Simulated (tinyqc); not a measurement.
# CMOS inverter, nodal equation and switching, step by step

Computed by the program tinyqc: `OMP_NUM_THREADS=1 python tinyqc.py 2340112 2340113 out.jsonl`, one thread of a shared Intel Xeon 2.30GHz, about 0.05 s for the whole run. Printed values are rounded.

An n-channel pull-down (bn, VTn) and a p-channel pull-up (bp, VTp) share the input Vin and the output node Vout, which carries the load C. Transistor (EKV form, voltages against the body): I = 2 n b Vt^2 [F(vp - Vs) - F(vp - Vd)] from drain to source, F(v) = ln^2(1 + exp(v/(2 Vt))), vp = (Vg - VT + sg |Vd - Vs|)/n. n-channel bodies are at 0; for the p-channel device all voltages are counted down from Vdd. b in uA/V^2 gives I in uA. Static: In = Ip. Transient: C dVout/dt = Ip - In. No velocity saturation, no gate capacitance beyond C.

Inputs (values chosen for the exercise): temperature T = 300 K; supply voltage Vdd = 1.2 V; slope factor n = 1.21; drain-induced barrier lowering sg = 0.089; n-channel threshold VTn = 0.39 V; p-channel threshold (magnitude) VTp = 0.3 V; gain factor of the pull-down transistor bn = 780 uA/V^2; gain factor of the pull-up transistor bp = 780 uA/V^2; load capacitance C = 0.63 fF; input voltage Vin = 0.7 V; time step dt = 0.4 ps.

Constants: q = 1.602176634e-19 C, kB = 1.380649e-23 J/K, Vt = kB T/q. Results are converted to the units shown.

## Iteration 1: output voltage by Newton steps

Vout at the start = 0.6 V

f = In - Ip at (Vin, Vout); G = df/dVout by a central difference with +/- 1e-6 V; Vout(new) = Vout - f/G.

In = 42.60857 uA
Ip = 20.87311 uA
G = 35.1478 uS
Vout after iteration 1 = -0.01840174 V

This step lands outside the rails.

## Iteration 2: output voltage by Newton steps

As before.

In = -4.611435 uA
Ip = 30.75260 uA
G = 278.326 uS
Vout after iteration 2 = 0.1086579 V

## Course of the iteration: output voltage by Newton steps

Stop when Vout changes by less than 1e-9 V, or after 30 iterations.

Course of the iteration:
```
iteration     Vout (V)  |change| (V)
1          -0.01840174         0.618
2            0.1086579         0.127
3            0.1525808        0.0439
4            0.1588387       6.26e-3
5            0.1589678       1.29e-4
6            0.1589679       5.47e-8
7            0.1589679       < 1e-13
```

Converged in 7 iterations. At the end the number of correct digits about doubles with each step. On the way 1 iterate(s) lie more than 5 mV outside the rails, the first at -0.0184 V, before the steps return.

## Transfer curve

Vin, point 0 to 10 (V): [0, 0.12, 0.24, 0.36, 0.48, 0.6, 0.72, 0.84, 0.96, 1.08, 1.2]

For each Vin solve In = Ip; gain = dVout/dVin.

```
point  Vout (V)  supply current (uA)     gain
0      1.200000            1.4600e-4   0.0000
1      1.199990            0.0063684  -0.0003
2      1.199596              0.20810  -0.0112
3      1.193421               2.7533  -0.1217
4      1.160185               12.387  -0.4977
5      1.010872               29.102  -3.6372
6      0.119410               24.717  -1.5758
7      0.027010               9.1795  -0.3628
8      0.003649               1.6167  -0.0760
9      0.000171             0.092129  -0.0050
10     0.000004            0.0025069  -0.0001
```

The switching point Vin = Vout lies at 0.6413 V, with a gain of -11.2. The current peaks at 29.1 uA among the points, against 1.5e-4 and 0.0025 uA of leakage at the ends.

## Switching point and noise margins

VM solves In = Ip with Vin = Vout. VIL and VIH are the inputs at which the gain is -1; NML = VIL - Vout(VIH), NMH = Vout(VIL) - VIH.

VM = 0.64132 V
gain at VM = -11.236
VIL = 0.54091 V
VIH = 0.74909 V
NML = 0.45784 V
NMH = 0.36784 V

VM lies 41 mV above Vdd/2, and the low margin is the larger one. With both transistors saturated the size of the gain tends to 1/sg = 11.2; here it is within 0.01 % of that.

## Step 1: one time step of the falling output

Vout at t = 0 = 1.2 V

The input steps to Vdd at t = 0; I = In - Ip. Implicit Euler: V(new) = V - (dt/C) I(V(new)), solved for V(new); 1 ps uA/fF = 1 mV.

I(V) = 270.9121 uA
I(V(new)) = 262.2255 uA
Vout after step 1 = 1.033508 V

## Step 2: one time step of the falling output

As before.

I(V) = 262.2255 uA
I(V(new)) = 253.9427 uA
Vout after step 2 = 0.8722741 V

## Delays and energy

For a step input the delay to Vdd/2 is tHL = C times the integral of dV/(In - Ip) from Vdd/2 to Vdd at Vin = Vdd, and tLH likewise with Ip - In from 0 to Vdd/2 at Vin = 0. Energy drawn for one full cycle of the output: C Vdd^2. Leakage power: Vdd times the mean of the supply currents at Vin = 0 and Vdd.

tHL = 1.485593 ps
tLH = 1.231281 ps
energy = 0.9072 fJ
leakage power = 1.591729 nW

Time steps as above cross Vdd/2 at 1.52 ps by linear interpolation, 2.3 % above tHL. tLH/tHL = 0.829, with bn/bp = 1.00.
